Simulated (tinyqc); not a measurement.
Bound state in one dimension: Numerov shooting, finite differences, DVR, step by step. Computed by tinyqc, a small Python program that keeps every step. Settings: points = 96. Command: `OMP_NUM_THREADS=1 python tinyqc.py 23698 23699 out.jsonl` (the two numbers bound the seeds that draw the settings). One thread of a shared host (Intel(R) Xeon(R) Processor @ 2.60GHz), about 0.01 s of CPU time with the checks.

## Numerov steps at E = 0.1

One particle of mass 1 in V = 1.4^2 x^2/2 + 0 x^4 (atomic units), psi = 0 at both ends:
```
parameter                 value
left end              -4.500000
right end              4.500000
intervals                    96
h                      0.093750
state sought (nodes)          2
```

k_i = 2 m (E - V_i); (1 + h^2 k_(i+1)/12) y_(i+1) = 2 (1 - 5 h^2 k_i/12) y_i - (1 + h^2 k_(i-1)/12) y_(i-1), from y_0 = 0, y_1 = 0.001.

Points along the way:
```
i           x          V           k           y
0   -4.500000  19.845000  -39.490000    0.000000
1   -4.406250  19.026738  -37.853477    0.001000
2   -4.312500  18.225703  -36.251406    0.002339
3   -4.218750  17.441895  -34.683789    0.004440
4   -4.125000  16.675313  -33.150625    0.007924
5   -4.031250  15.925957  -31.651914    0.013763
32  -1.500000   2.205000   -4.210000  368.784143
33  -1.406250   1.937988   -3.675977  456.797492
34  -1.312500   1.688203   -3.176406  559.548416
35  -1.218750   1.455645   -2.711289  677.893094
36  -1.125000   1.240312   -2.280625  812.358142
37  -1.031250   1.042207   -1.884414  963.068033
```

## Bisection on the node count

With more sign changes than the state has nodes (the last point included) the energy is too high, else too low; the bracket starts as 0.1 to 12.

Trials:
```
trial           E  sign changes  y at the right end   next
1      6.05000000             4            6.08e+02  lower
2      3.07500000             2            2.83e+05  raise
3      4.56250000             3           -1.12e+04  lower
4      3.81875000             3           -4.65e+04  lower
5      3.44687500             2            1.84e+04  raise
6      3.63281250             3           -3.06e+04  lower
7      3.53984375             3           -1.13e+04  lower
8      3.49335937             2            2.08e+03  raise
9      3.51660156             3           -4.97e+03  lower
10     3.50498047             3           -1.53e+03  lower
11     3.49916992             2            2.51e+02  raise
12     3.50207520             3           -6.46e+02  lower
13     3.50062256             3           -1.99e+02  lower
14     3.49989624             2            2.57e+01  raise
...           ...           ...                 ...    ...
29     3.49997925             3           -7.63e-04  lower
30     3.49997924             2            2.67e-03  raise
31     3.49997924             2            9.53e-04  raise
```

eigenvalue = 3.49997924 hartree

## The same grid by other methods

Three-point finite differences and the sine-DVR kinetic matrix of Colbert and Miller on the same points.

Lowest levels (hartree):
```
state  finite differences       DVR
0                0.699461  0.700000
1                2.097305  2.100000
2                3.492987  3.500000
3                4.886504  4.900000
4                6.277851  6.300001
```
